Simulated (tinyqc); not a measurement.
A particle near a wafer in liquid: double-layer and van der Waals forces (DLVO), deposition barrier and removal: one step, computed by the program tinyqc.

Sphere and flat wall, Derjaguin approximation, constant potentials in the linear-superposition form, no retardation and no hydration force.

Question. Removing an attached particle. Adhesion F_a = A R/(6 h0^2) [1 + a^2/(R h0)] - kappa Z R exp(-kappa h0), a the contact radius. Drag in a shear flow F_d = 1.7 x 6 pi mu R^2 G, acting at 1.4 R; rolling starts when 1.4 R F_d = a F_a. Wall shear stress = mu G.

Inputs (values chosen for the exercise, of the order of those for ceria on silica in water):
```
quantity                 value   unit
particle radius R          380     nm
Hamaker constant A     1.5e-20      J
temperature T              323      K
contact distance h0        0.3     nm
contact radius over R     0.13      -
viscosity                 0.74  mPa s
```

kappa = 0.06859139 1/nm

Z = 7.533351 pN

Give: van der Waals adhesion; net adhesion F_a; wall shear stress for rolling; shear rate G.

Answer.

van der Waals adhesion = 2.3651e+05 pN

net adhesion F_a = 2.3632e+05 pN

wall shear stress for rolling = 4742.5 Pa

shear rate G = 6.4087e+06 1/s
